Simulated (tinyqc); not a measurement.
UHF in the 6-31g basis, for H4+, spin multiplicity 2, step by step. One step of it, computed by the program tinyqc.

Question. Iteration 2: diagonalisation and new density. Diagonalise F' = X^T F X, C = X C', fill 2 alpha and 1 beta electrons from the bottom; D(s) = C_occ C_occ^T. Each column has its largest component positive (the first on a tie).

F(alpha) (hartree), lower triangle:
```
           1H 1s      1H 2s      2H 1s      2H 2s      3H 1s      3H 2s      4H 1s      4H 2s
1H 1s  -0.438142
1H 2s  -0.744972  -0.719592
2H 1s  -0.615346  -0.643925  -0.438142
2H 2s  -0.643925  -0.689436  -0.744972  -0.719592
3H 1s  -0.098284  -0.287380  -0.053787  -0.237434  -0.438142
3H 2s  -0.287380  -0.440530  -0.237434  -0.409526  -0.744972  -0.719592
4H 1s  -0.053787  -0.237434  -0.098284  -0.287380  -0.615346  -0.643925  -0.438142
4H 2s  -0.237434  -0.409526  -0.287380  -0.440530  -0.643925  -0.689436  -0.744972  -0.719592
```

F(beta) (hartree), lower triangle:
```
           1H 1s      1H 2s      2H 1s      2H 2s      3H 1s      3H 2s      4H 1s      4H 2s
1H 1s  -0.161964
1H 2s  -0.561829  -0.582163
2H 1s  -0.426788  -0.482804  -0.161964
2H 2s  -0.482804  -0.558908  -0.561829  -0.582163
3H 1s  -0.175982  -0.317987  -0.126156  -0.270748  -0.161964
3H 2s  -0.317987  -0.448937  -0.270748  -0.419687  -0.561829  -0.582163
4H 1s  -0.126156  -0.270748  -0.175982  -0.317987  -0.426788  -0.482804  -0.161964
4H 2s  -0.270748  -0.419687  -0.317987  -0.448937  -0.482804  -0.558908  -0.561829  -0.582163
```

X, lower triangle:
```
           1H 1s      1H 2s      2H 1s      2H 2s      3H 1s      3H 2s      4H 1s     4H 2s
1H 1s   1.268656
1H 2s  -0.528486   1.937985
2H 1s  -0.064336   0.033511   1.268656
2H 2s   0.033511  -0.826077  -0.528486   1.937985
3H 1s   0.024242   0.029589   0.016095   0.004309   1.268656
3H 2s   0.029589  -0.494258   0.004309   0.209344  -0.528486   1.937985
4H 1s   0.016095   0.004309   0.024242   0.029589  -0.064336   0.033511   1.268656
4H 2s   0.004309   0.209344   0.029589  -0.494258   0.033511  -0.826077  -0.528486  1.937985
```

Give: F' = X^T F X; orbital energies; coefficients C; F' = X^T F X; orbital energies; coefficients C; D(alpha) after iteration 2; D(beta) after iteration 2.

Answer.

F' = X^T F X (alpha) (hartree), lower triangle:
```
        1       2       3       4       5       6       7      8
1   0.111
2  -0.604   0.000
3  -0.343  -0.147   0.111
4  -0.147  -0.204  -0.604   0.000
5   0.033  -0.052   0.048  -0.021   0.111
6  -0.052  -0.115  -0.021  -0.023  -0.604   0.000
7   0.048  -0.021   0.033  -0.052  -0.343  -0.147   0.111
8  -0.021  -0.023  -0.052  -0.115  -0.147  -0.204  -0.604  0.000
```

orbital energies (alpha) (hartree): MO1 -1.076, MO2 -0.880, MO3 -0.240, MO4 -0.054, MO5 0.500, MO6 0.582, MO7 0.791, MO8 0.817

coefficients C (alpha):
```
         MO1     MO2     MO3     MO4     MO5     MO6     MO7     MO8
1H 1s  0.242   0.278   0.174   0.192  -0.576   0.618  -0.701  -0.699
1H 2s  0.155   0.244   0.679   1.157   0.706  -0.447   0.820   1.324
2H 1s  0.242   0.278  -0.174  -0.192  -0.576   0.618   0.701   0.699
2H 2s  0.155   0.244  -0.679  -1.157   0.706  -0.447  -0.820  -1.324
3H 1s  0.242  -0.278   0.174  -0.192   0.576   0.618  -0.701   0.699
3H 2s  0.155  -0.244   0.679  -1.157  -0.706  -0.447   0.820  -1.324
4H 1s  0.242  -0.278  -0.174   0.192   0.576   0.618   0.701  -0.699
4H 2s  0.155  -0.244  -0.679   1.157  -0.706  -0.447  -0.820   1.324
```

F' = X^T F X (beta) (hartree), lower triangle:
```
        1       2       3       4       5       6       7      8
1   0.330
2  -0.534   0.043
3  -0.248  -0.086   0.330
4  -0.086  -0.171  -0.534   0.043
5  -0.020  -0.082   0.005  -0.048   0.330
6  -0.082  -0.143  -0.048  -0.047  -0.534   0.043
7   0.005  -0.048  -0.020  -0.082  -0.248  -0.086   0.330
8  -0.048  -0.047  -0.082  -0.143  -0.086  -0.171  -0.534  0.043
```

orbital energies (beta) (hartree): MO1 -0.901, MO2 -0.412, MO3 -0.193, MO4 0.018, MO5 0.571, MO6 0.650, MO7 0.865, MO8 0.896

coefficients C (beta):
```
         MO1     MO2     MO3     MO4     MO5     MO6     MO7     MO8
1H 1s  0.199   0.214   0.138   0.142  -0.602   0.633  -0.709  -0.710
1H 2s  0.185   0.319   0.720   1.247   0.675  -0.436   0.784   1.240
2H 1s  0.199   0.214  -0.138  -0.142  -0.602   0.633   0.709   0.710
2H 2s  0.185   0.319  -0.720  -1.247   0.675  -0.436  -0.784  -1.240
3H 1s  0.199  -0.214   0.138  -0.142   0.602   0.633  -0.709   0.710
3H 2s  0.185  -0.319   0.720  -1.247  -0.675  -0.436   0.784  -1.240
4H 1s  0.199  -0.214  -0.138   0.142   0.602   0.633   0.709  -0.710
4H 2s  0.185  -0.319  -0.720   1.247  -0.675  -0.436  -0.784   1.240
```

D(alpha) after iteration 2, lower triangle:
```
        1H 1s   1H 2s   2H 1s   2H 2s  3H 1s  3H 2s  4H 1s  4H 2s
1H 1s   0.136
1H 2s   0.105   0.084
2H 1s   0.136   0.105   0.136
2H 2s   0.105   0.084   0.105   0.084
3H 1s  -0.019  -0.030  -0.019  -0.030  0.136
3H 2s  -0.030  -0.036  -0.030  -0.036  0.105  0.084
4H 1s  -0.019  -0.030  -0.019  -0.030  0.136  0.105  0.136
4H 2s  -0.030  -0.036  -0.030  -0.036  0.105  0.084  0.105  0.084
```

D(beta) after iteration 2, lower triangle:
```
       1H 1s  1H 2s  2H 1s  2H 2s  3H 1s  3H 2s  4H 1s  4H 2s
1H 1s  0.040
1H 2s  0.037  0.034
2H 1s  0.040  0.037  0.040
2H 2s  0.037  0.034  0.037  0.034
3H 1s  0.040  0.037  0.040  0.037  0.040
3H 2s  0.037  0.034  0.037  0.034  0.037  0.034
4H 1s  0.040  0.037  0.040  0.037  0.040  0.037  0.040
4H 2s  0.037  0.034  0.037  0.034  0.037  0.034  0.037  0.034
```
